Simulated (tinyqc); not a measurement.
Changing the step-edge barrier E_s: epitaxial growth on a vicinal surface: Burton-Cabrera-Frank step flow, step-edge barrier and island nucleation. Computed by tinyqc, a small Python program. Command: `OMP_NUM_THREADS=1 python tinyqc.py 3022070 3022071 out.jsonl stepflow sweep`. One thread of a shared host (Intel(R) Xeon(R) Processor @ 2.30GHz), about 0.05 s of CPU time with the checks.

Adatoms land at rate F, hop on a square grid (a simplification for hexagonal faces), desorb, or join steps. Lengths are in units of a and n is the adatom coverage. Steps ascend at x = 0 and descend at x = l.

Inputs (values chosen for the exercise, close to those used for GaAs(001)):
```
quantity                     value      unit
site spacing a                   4  angstrom
step height h                 2.83  angstrom
diffusion barrier E_d         1.22        eV
desorption energy E_a         2.69        eV
adatom formation energy E_f  0.944        eV
attempt frequency nu             5       THz
deposition rate F              3.7  layers/s
miscut angle                   0.5   degrees
temperature T                  620         C
critical nucleus size i          1         -
```

Constants: k_B = 8.617333262e-05 eV/K.

Method:
- D = nu exp(-E_d/(k_B T)) (a^2/s, nu counted per direction); tau = exp(E_a/(k_B T))/nu; x_s = sqrt(D tau); n_eq = exp(-E_f/(k_B T)); terrace width l = h/(a tan(miscut)); Schwoebel length l_s = exp(E_s/(k_B T)) - 1.
- Temperatures in kelvin are T(C) + 273.15.
- D n'' - n/tau + F = 0 with n(0) = n_eq and -l_s n'(l) = n(l) - n_eq. With u = n - F tau, A = n_eq - F tau, y = l/x_s, s = l_s/x_s: u = A cosh(x/x_s) + B sinh(x/x_s), B = A (1 - cosh y - s sinh y)/(sinh y + s cosh y). Flux into the ascending step J+ = D B/x_s, over the descending one J- = -(D/x_s)(A sinh y + B cosh y); step velocity J+ + J-; growth rate (J+ + J-)/l. For small y: J+ + J- = (F - n_eq/tau) l, J-/J+ = l/(l + 2 l_s).
- The coverage peaks where n' = 0, tanh(x/x_s) = -B/A.

One run for each value; columns: (1) step-edge barrier E_s (eV); (2) J- (atoms per step site and s); (3) J+ (atoms per step site and s); (4) peak coverage; (5) position of the peak (a); (6) Schwoebel length l_s (a):
```
(1)      (2)     (3)       (4)     (5)         (6)
0.00  149.98  149.98  0.004660  40.536           0
0.05  148.31  151.66  0.004765  40.988  9.1485e-01
0.10  145.21  154.76  0.004961  41.827  2.6667e+00
0.15  139.61  160.35  0.005326  43.338  6.0211e+00
0.20  130.02  169.94  0.005982  45.930  1.2444e+01
0.30   93.99  205.97  0.008785  55.669  4.8296e+01
0.40   46.62  253.34  0.013288  68.472  1.7975e+02
0.50   16.37  283.59  0.016650  76.647  6.6175e+02
```

Describe and explain the trends.

Over the rows, J- (atoms per step site and s) falls from 150 to 16.4; J+ (atoms per step site and s) rises from 150 to 284; peak coverage rises from 0.00466 to 0.0166. The barrier matters once l_s is comparable with l; in the limit the descending step reflects, the peak moves to x = l and the excess coverage is four times as large when desorption is weak.

Caution (all rows): twice the distance from the ascending step to the coverage peak exceeds the expected island spacing [0.25 (F/D)^(i/(i+2)) exp(E_i/((i+2) k_B T))]^(-1/2) by 40 % or more, so islands nucleate and the step-flow values are formal.

Extremes, crossings and ranges named in words are read from the listed rows.
